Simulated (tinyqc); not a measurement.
Inside a calculation. Model: free and trapped electrons in a MOS channel with a dense trap tail.

tinyqc, about 0.02 s, one thread, Intel Xeon 2.30GHz (shared host): `OMP_NUM_THREADS=1 python tinyqc.py 2222087 2222088 out.jsonl` Printed values are rounded.

p-type body, charge-sheet picture, full ionisation (an idealisation for deep acceptors), Boltzmann statistics for free electrons. e = Ec - EF at the surface. Acceptor-like traps of density D(E) = D0 + De exp(-E/Ew) at depth E below Ec, from 0 to Eu, hold n_t = integral of D(E)/(1 + exp((e - E)/Vt)). psi = Eg - Vt ln(Nv/Na) - e; N_dep = sqrt(2 eps0 eps_r Na (psi - Vt)/q); n_f = sqrt(N_dep^2 + 2 eps0 eps_r Vt Nc exp(-e/Vt)/q) - N_dep; Vg = Vfb + psi + q (N_dep + n_t + n_f)/Cox, Cox = eps0 eox/tox.

Parameters, values chosen for the exercise; band and dielectric values close to those of 4H silicon carbide:
- T = 300 K (temperature)
- Eg = 3.3 eV (band gap)
- eps_r = 9.64 (relative permittivity)
- Nc = 1.7e19 cm^-3 (conduction-band density of states at T)
- Nv = 2.52e19 cm^-3 (valence-band density of states at T)
- eox = 3.9 (relative permittivity of the insulator)
- tox = 62 nm (insulator thickness)
- Na = 1.4e16 cm^-3 (acceptor density)
- Vfb = -2.41 V (flat-band voltage without trapped charge)
- D0 = 1.4e11 cm^-2 eV^-1 (constant background density of acceptor-like traps)
- De = 3.2e12 cm^-2 eV^-1 (density of the tail at the conduction edge)
- Ew = 0.06 eV (decay energy of the tail)
- Eu = 0.99 eV (depth below Ec down to which the traps reach)
- mf = 210 cm^2/(V s) (mobility of free electrons)
- e = 0.048 eV (Ec - EF at the surface)

Constants: q = 1.602176634e-19 C, kB = 1.380649e-23 J/K, Vt = kB T/q, eps0 = 8.8541878128e-14 F/cm where lengths are in cm. Results are converted to the units shown.

Range of the model: EF lies less than 2 Vt below the band edge, or above it, where degeneracy and confinement, left out, matter.

## Trapped charge

Trapezoid rule on 15 equal steps from 0 to Eu, f = 1/(1 + exp((e - E)/Vt)).

```
point,E (eV),D(E) f (cm^-2 eV^-1)
0,0,4.51186e11
1,0.066,8.04295e11
2,0.132,4.76096e11
3,0.198,2.57249e11
4,0.264,1.79245e11
5,0.33,1.53075e11
6,0.396,1.44353e11
7,0.462,1.41449e11
8,0.528,1.40482e11
9,0.594,1.40161e11
10,0.66,1.40053e11
11,0.726,1.40018e11
12,0.792,1.40006e11
13,0.858,1.40002e11
14,0.924,1.40001e11
15,0.99,1.40000e11
```

n_t = 2.26517e11 cm^-2

With 1600 steps n_t = 2.294e11 cm^-2; the coarse value is 1.3 % below it.

## Charges and gate voltage

psi, N_dep, n_f and Vg as defined, with the n_t given; free share n_f/(n_f + n_t); apparent mobility mf n_f/(n_f + n_t); gate voltage spent on traps q n_t/Cox.

psi = 3.05823 V
N_dep = 6.72555e11 cm^-2
n_f = 4.15415e11 cm^-2
Vg = 4.42956 V
free share = 64.7132 %
apparent mobility = 135.898 cm^2/(V s)
gate voltage spent on traps = 0.651613 V
